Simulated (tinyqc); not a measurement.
Changing the share s of P screened by trapped charge: switching kinetics of a ferroelectric film and the memory window of a ferroelectric gate stack. Computed by tinyqc, a small Python program. Command: `OMP_NUM_THREADS=1 python tinyqc.py 3010343 3010344 out.jsonl feswitch sweep`. One thread of a shared host (Intel(R) Xeon(R) Processor @ 2.30GHz), about 0.02 s of CPU time with the checks.

Fields in MV/cm; 1 microcoulomb/cm^2 over eps_0 is 11.29409 MV/cm. In the stack (metal, ferroelectric, interlayer, channel) the channel is taken as a conductor.

Inputs (values chosen for the exercise, for a model hafnia-based film): saturation polarisation P_s = 37 microcoulomb/cm^2; ratio P_r/P_s = 0.89; coercive field E_c = 1.6 MV/cm; permittivity of the ferroelectric eps_F = 35; thickness t_F = 12 nm; permittivity of the interlayer eps_I = 5.5; interlayer thickness t_I = 1.6 nm; pulse height V = 6.9 V; breakdown field of the interlayer = 11 MV/cm.

Method:
- Saturated branches: P(E) = P_s tanh[(E -/+ E_c)/(2 delta)], delta = E_c/ln[(1 + P_r/P_s)/(1 - P_r/P_s)]; D = P + eps_0 eps_F E.
- At threshold the channel charge is negligible, so D = 0 on each branch: (1 - s) P(E) + eps_0 eps_F E = 0, with the screened share s. The rising branch has the root E0 between 0 and E_c; window = 2 E0 t_F; its upper bound is 2 E_c t_F.
- Series stack: V = E_F t_F + E_I t_I and eps_I E_I = eps_F E_F + (1 - s) P/eps_0. Before switching P = -P_r, after it P = +P_s; in retention V = 0 and P = +P_r.

One run for each value; columns: (1) share s of P screened by trapped charge; (2) memory window (V); (3) depolarising field over E_c; (4) E_I after switching (MV/cm); (5) fixed-charge estimate 2 (1 - s) P_r t_F/(eps_0 eps_F) (V):
```
(1)     (2)    (3)    (4)    (5)
0.56  3.151  1.341  37.88  11.22
0.65  3.005  1.067  34.18   8.93
0.73  2.812  0.823  30.89   6.89
0.82  2.447  0.549  27.19   4.59
0.90  1.818  0.305  23.91   2.55
0.99  0.249  0.030  20.21   0.26
```

Over the rows, memory window (V) falls from 3.15 to 0.249; depolarising field over E_c falls from 1.34 to 0.0305; E_I after switching (MV/cm) falls from 37.9 to 20.2. Screening from 0.56 to 0.99 cuts the depolarising field by a factor 44.0 and the window by 12.6: the field is linear in the unscreened charge, while the window saturates towards 2 E_c t_F when that charge is large. Left out: 0.300, 0.390, 0.470 (the pulse cannot drive the film).

Caution (all rows): the interlayer field exceeds its breakdown field, so charge injection would change the fields. Caution (rows 0.560, 0.650): E_F after switching lies below E_c, so switching stalls before P_s and that state is not reached. Caution (rows 0.560, 0.650): a depolarising field above E_c switches the film back, so P_r is not held.

Extremes, crossings and ranges named in words are read from the listed rows.
